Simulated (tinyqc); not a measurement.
Inside a calculation (part 2 of 2). Method: RHF in the 6-311g basis, for H2, spin multiplicity 1. Computed by tinyqc, a small Python program that keeps every step (integrals from PySCF). Command: `OMP_NUM_THREADS=1 python tinyqc.py 25318 25319 out.jsonl` (the two numbers bound the seeds that draw the settings). One thread of a shared host (Intel(R) Xeon(R) Processor @ 2.60GHz), about 0.04 s of CPU time with the checks.

Geometry (angstrom):
```
atom         x         y         z
H     0.000000  0.000000  0.000000
H     0.000000  0.000000  0.708000
```

## Iteration 4: building the Fock matrix

D after iteration 3, order 1H 1s, 1H 2s, 1H 3s, 2H 1s, 2H 2s, 2H 3s:
$$\begin{pmatrix}
0.077717 & 0.117620 & 0.037029 & 0.077514 & 0.115208 & 0.057023 \\
0.117620 & 0.178009 & 0.056040 & 0.117312 & 0.174359 & 0.086301 \\
0.037029 & 0.056040 & 0.017642 & 0.036932 & 0.054891 & 0.027169 \\
0.077514 & 0.117312 & 0.036932 & 0.077311 & 0.114906 & 0.056874 \\
0.115208 & 0.174359 & 0.054891 & 0.114906 & 0.170784 & 0.084531 \\
0.057023 & 0.086301 & 0.027169 & 0.056874 & 0.084531 & 0.041840
\end{pmatrix}$$

core Hamiltonian H = T + V (hartree), order 1H 1s, 1H 2s, 1H 3s, 2H 1s, 2H 2s, 2H 3s:
$$\begin{pmatrix}
-0.552018 & -1.029429 & -0.679283 & -0.688739 & -0.791712 & -0.595960 \\
-1.029429 & -1.074906 & -0.860567 & -0.791712 & -0.945343 & -0.794492 \\
-0.679283 & -0.860567 & -0.812522 & -0.595960 & -0.794492 & -0.773333 \\
-0.688739 & -0.791712 & -0.595960 & -0.552018 & -1.029429 & -0.679283 \\
-0.791712 & -0.945343 & -0.794492 & -1.029429 & -1.074906 & -0.860567 \\
-0.595960 & -0.794492 & -0.773333 & -0.679283 & -0.860567 & -0.812522
\end{pmatrix}$$

nuclear repulsion = 0.74742544 hartree

Given earlier and not repeated: Two-electron integrals (ij|kl) in chemists' order.

J_ij = sum D_kl (ij|kl), K_ij = sum D_kl (ik|jl); F = H + J - 0.5 K; E = tr D H + tr D J / 2 - 0.25 tr D K + E_nn.

Coulomb J (hartree), order 1H 1s, 1H 2s, 1H 3s, 2H 1s, 2H 2s, 2H 3s:
$$\begin{pmatrix}
1.605294 & 1.050794 & 0.540806 & 0.507089 & 0.687492 & 0.463949 \\
1.050794 & 1.241567 & 0.874986 & 0.688108 & 0.971668 & 0.781525 \\
0.540806 & 0.874986 & 0.869606 & 0.464558 & 0.782103 & 0.811576 \\
0.507089 & 0.688108 & 0.464558 & 1.607702 & 1.052427 & 0.541649 \\
0.687492 & 0.971668 & 0.782103 & 1.052427 & 1.243454 & 0.876227 \\
0.463949 & 0.781525 & 0.811576 & 0.541649 & 0.876227 & 0.870581
\end{pmatrix}$$

exchange K (hartree), order 1H 1s, 1H 2s, 1H 3s, 2H 1s, 2H 2s, 2H 3s:
$$\begin{pmatrix}
0.999528 & 0.985599 & 0.685044 & 0.723335 & 0.875103 & 0.657368 \\
0.985599 & 1.102355 & 0.811572 & 0.874566 & 1.045579 & 0.795916 \\
0.685044 & 0.811572 & 0.620411 & 0.657349 & 0.796471 & 0.616511 \\
0.723335 & 0.874566 & 0.657349 & 1.001578 & 0.989424 & 0.688351 \\
0.875103 & 1.045579 & 0.796471 & 0.989424 & 1.108629 & 0.816787 \\
0.657368 & 0.795916 & 0.616511 & 0.688351 & 0.816787 & 0.624626
\end{pmatrix}$$

Fock matrix F (hartree), order 1H 1s, 1H 2s, 1H 3s, 2H 1s, 2H 2s, 2H 3s:
$$\begin{pmatrix}
0.553512 & -0.471435 & -0.480999 & -0.543318 & -0.541771 & -0.460695 \\
-0.471435 & -0.384517 & -0.391368 & -0.540887 & -0.496465 & -0.410926 \\
-0.480999 & -0.391368 & -0.253121 & -0.460077 & -0.410625 & -0.270012 \\
-0.543318 & -0.540887 & -0.460077 & 0.554896 & -0.471715 & -0.481809 \\
-0.541771 & -0.496465 & -0.410625 & -0.471715 & -0.385766 & -0.392733 \\
-0.460695 & -0.410926 & -0.270012 & -0.481809 & -0.392733 & -0.254253
\end{pmatrix}$$

total energy of this density = -1.12750333 hartree

## Iteration 4: DIIS over 2 matrices

error matrix X^T (FDS - SDF) X:
$$\begin{pmatrix}
0.000000 & -0.000215 & -0.000011 & 0.000012 & -0.000746 & -0.005658 \\
0.000215 & 0.000000 & 0.000356 & -0.000001 & 0.000089 & 0.002043 \\
0.000011 & -0.000356 & 0.000000 & 0.000020 & -0.001229 & -0.009250 \\
-0.000012 & 0.000001 & -0.000020 & 0.000000 & -0.000001 & -0.000087 \\
0.000746 & -0.000089 & 0.001229 & 0.000001 & 0.000000 & 0.004744 \\
0.005658 & -0.002043 & 0.009250 & 0.000087 & -0.004744 & 0.000000
\end{pmatrix}$$

B (overlaps of the stored error matrices):
$$\begin{pmatrix}
3.9246004e-03 & 1.0379498e-03 \\
1.0379498e-03 & 2.9299807e-04
\end{pmatrix}$$

Minimise |sum c_i e_i|^2 with sum c_i = 1: solve [B -1; -1 0][c; lambda] = [0; -1] with B_ij = tr e_i^T e_j, and take F = sum c_i F_i.

DIIS coefficients: [-0.347832, 1.347832]

extrapolated F (hartree), order 1H 1s, 1H 2s, 1H 3s, 2H 1s, 2H 2s, 2H 3s:
$$\begin{pmatrix}
0.552602 & -0.472213 & -0.481990 & -0.542924 & -0.541571 & -0.460993 \\
-0.472213 & -0.386292 & -0.393436 & -0.541413 & -0.497426 & -0.412221 \\
-0.481990 & -0.393436 & -0.255378 & -0.460913 & -0.412168 & -0.271767 \\
-0.542924 & -0.541413 & -0.460913 & 0.552949 & -0.472311 & -0.482197 \\
-0.541571 & -0.497426 & -0.412168 & -0.472311 & -0.386552 & -0.393708 \\
-0.460993 & -0.412221 & -0.271767 & -0.482197 & -0.393708 & -0.255585
\end{pmatrix}$$

## Iteration 4: diagonalisation and new density

X, order 1H 1s, 1H 2s, 1H 3s, 2H 1s, 2H 2s, 2H 3s:
$$\begin{pmatrix}
0.582899 & -0.913593 & -0.709095 & 0.693285 & 0.569532 & 0.157728 \\
-2.245906 & 1.408466 & 1.207738 & 0.330702 & 0.082613 & 0.230551 \\
3.388098 & -0.818633 & 0.922581 & 0.099941 & -0.493460 & 0.220641 \\
-0.582899 & -0.913593 & 0.709095 & -0.693285 & 0.569532 & 0.157728 \\
2.245906 & 1.408466 & -1.207738 & -0.330702 & 0.082613 & 0.230551 \\
-3.388098 & -0.818633 & -0.922581 & -0.099941 & -0.493460 & 0.220641
\end{pmatrix}$$

Diagonalise F' = X^T F X, C = X C', fill 1 alpha and 1 beta electrons from the bottom; D = 2 C_occ C_occ^T. Each column has its largest component positive (the first on a tie).

F' = X^T F X (hartree):
$$\begin{pmatrix}
1.141929 & 0.000266 & -0.934100 & 0.474409 & 0.000009 & 0.000204 \\
0.000266 & 1.915941 & -0.000127 & 0.000075 & -0.857172 & 0.017323 \\
-0.934100 & -0.000127 & 1.354584 & -0.910353 & 0.000342 & 0.000361 \\
0.474409 & 0.000075 & -0.910353 & 1.137980 & -0.000156 & 0.000038 \\
0.000009 & -0.857172 & 0.000342 & -0.000156 & 0.738293 & -0.145977 \\
0.000204 & 0.017323 & 0.000361 & 0.000038 & -0.145977 & -0.587493
\end{pmatrix}$$

orbital energies (hartree): MO1 -0.606246, MO2 0.173545, MO3 0.303585, MO4 0.665721, MO5 2.369401, MO6 2.795228

coefficients C, order 1H 1s, 1H 2s, 1H 3s, 2H 1s, 2H 2s, 2H 3s:
$$\begin{pmatrix}
0.196600 & 0.078114 & -0.051010 & 0.086603 & -1.069964 & 1.143437 \\
0.292877 & -0.055195 & -0.698640 & 1.810018 & 1.214284 & -1.824355 \\
0.121026 & 2.392097 & 0.841005 & -2.264024 & -0.487853 & 1.222632 \\
0.196567 & -0.078035 & -0.050649 & -0.086768 & -1.067947 & -1.145336 \\
0.292608 & 0.053965 & -0.697479 & -1.810549 & 1.211220 & 1.826388 \\
0.123885 & -2.390101 & 0.844608 & 2.264645 & -0.485852 & -1.223411
\end{pmatrix}$$

D after iteration 4, order 1H 1s, 1H 2s, 1H 3s, 2H 1s, 2H 2s, 2H 3s:
$$\begin{pmatrix}
0.077303 & 0.115159 & 0.047587 & 0.077290 & 0.115053 & 0.048712 \\
0.115159 & 0.171553 & 0.070891 & 0.115140 & 0.171396 & 0.072566 \\
0.047587 & 0.070891 & 0.029295 & 0.047580 & 0.070826 & 0.029987 \\
0.077290 & 0.115140 & 0.047580 & 0.077277 & 0.115034 & 0.048704 \\
0.115053 & 0.171396 & 0.070826 & 0.115034 & 0.171238 & 0.072500 \\
0.048712 & 0.072566 & 0.029987 & 0.048704 & 0.072500 & 0.030695
\end{pmatrix}$$

## Iteration 8 (converged): orbitals

converged F (hartree), order 1H 1s, 1H 2s, 1H 3s, 2H 1s, 2H 2s, 2H 3s:
$$\begin{pmatrix}
0.552981 & -0.472120 & -0.481953 & -0.543076 & -0.541449 & -0.460834 \\
-0.472120 & -0.386062 & -0.393205 & -0.541449 & -0.497120 & -0.411842 \\
-0.481953 & -0.393205 & -0.255112 & -0.460834 & -0.411842 & -0.271399 \\
-0.543076 & -0.541449 & -0.460834 & 0.552981 & -0.472120 & -0.481953 \\
-0.541449 & -0.497120 & -0.411842 & -0.472120 & -0.386062 & -0.393205 \\
-0.460834 & -0.411842 & -0.271399 & -0.481953 & -0.393205 & -0.255112
\end{pmatrix}$$

As before.

F' = X^T F X (hartree):
$$\begin{pmatrix}
1.142003 & 0.000000 & -0.934245 & 0.474481 & 0.000000 & 0.000000 \\
0.000000 & 1.916169 & 0.000000 & 0.000000 & -0.857314 & 0.017482 \\
-0.934245 & 0.000000 & 1.354771 & -0.910504 & 0.000000 & 0.000000 \\
0.474481 & 0.000000 & -0.910504 & 1.138435 & 0.000000 & 0.000000 \\
0.000000 & -0.857314 & 0.000000 & 0.000000 & 0.738322 & -0.146162 \\
0.000000 & 0.017482 & 0.000000 & 0.000000 & -0.146162 & -0.587139
\end{pmatrix}$$

orbital energies (hartree): MO1 -0.605935, MO2 0.173585, MO3 0.303571, MO4 0.665921, MO5 2.369716, MO6 2.795703

coefficients C, order 1H 1s, 1H 2s, 1H 3s, 2H 1s, 2H 2s, 2H 3s:
$$\begin{pmatrix}
0.196673 & 0.078032 & -0.050784 & 0.086626 & -1.068942 & 1.144394 \\
0.292756 & -0.054992 & -0.698033 & 1.810396 & 1.212764 & -1.825248 \\
0.122365 & 2.391636 & 0.842833 & -2.263829 & -0.486831 & 1.222911 \\
0.196673 & -0.078032 & -0.050784 & -0.086626 & -1.068942 & -1.144394 \\
0.292756 & 0.054992 & -0.698033 & -1.810396 & 1.212764 & 1.825248 \\
0.122365 & -2.391636 & 0.842833 & 2.263829 & -0.486831 & -1.222911
\end{pmatrix}$$

D after iteration 8, order 1H 1s, 1H 2s, 1H 3s, 2H 1s, 2H 2s, 2H 3s:
$$\begin{pmatrix}
0.077360 & 0.115154 & 0.048132 & 0.077360 & 0.115154 & 0.048132 \\
0.115154 & 0.171412 & 0.071646 & 0.115154 & 0.171412 & 0.071646 \\
0.048132 & 0.071646 & 0.029946 & 0.048132 & 0.071646 & 0.029946 \\
0.077360 & 0.115154 & 0.048132 & 0.077360 & 0.115154 & 0.048132 \\
0.115154 & 0.171412 & 0.071646 & 0.115154 & 0.171412 & 0.071646 \\
0.048132 & 0.071646 & 0.029946 & 0.048132 & 0.071646 & 0.029946
\end{pmatrix}$$

## Convergence

Stop when the energy changes by less than 1e-10 hartree and every element of the error matrix X^T (F D S - S D F) X is below 3e-06.

Course of the cycle:
```
iteration  E (hartree)     change  largest element of the error matrix
1           0.81146768          -                             6.51e-01
2          -1.10715090  -1.92e+00                             1.36e-01
3          -1.12616392  -1.90e-02                             3.06e-02
4          -1.12750333  -1.34e-03                             9.25e-03
5          -1.12761952  -1.16e-04                             5.53e-04
6          -1.12761990  -3.89e-07                             4.66e-05
7          -1.12761991  -2.28e-09                             4.51e-06
8          -1.12761991  -1.51e-11                             5.67e-08
```

PySCF RHF in the same basis = -1.12761991 hartree

Converged in 8 iterations.

## Populations, bond orders and dipole

overlap S, order 1H 1s, 1H 2s, 1H 3s, 2H 1s, 2H 2s, 2H 3s:
$$\begin{pmatrix}
1.000000 & 0.706377 & 0.373664 & 0.300052 & 0.444372 & 0.315306 \\
0.706377 & 1.000000 & 0.788963 & 0.444372 & 0.747042 & 0.686013 \\
0.373664 & 0.788963 & 1.000000 & 0.315306 & 0.686013 & 0.912146 \\
0.300052 & 0.444372 & 0.315306 & 1.000000 & 0.706377 & 0.373664 \\
0.444372 & 0.747042 & 0.686013 & 0.706377 & 1.000000 & 0.788963 \\
0.315306 & 0.686013 & 0.912146 & 0.373664 & 0.788963 & 1.000000
\end{pmatrix}$$

Mulliken: Z minus the diagonal of D S on the atom; Loewdin: the same with S^(1/2) D S^(1/2); Mayer order: 2 sum_s sum (D(s) S)_ij (D(s) S)_ji over the two atoms.

Charges (e):
```
atom   Mulliken    Loewdin
1H     3.46e-08   1.07e-08
2H    -3.46e-08  -1.07e-08
```

Mayer bond orders:
```
pair     order
2-1   1.000000
```

dipole moment about the origin, x y z (debye): [0.000000, 0.000000, 0.000000]
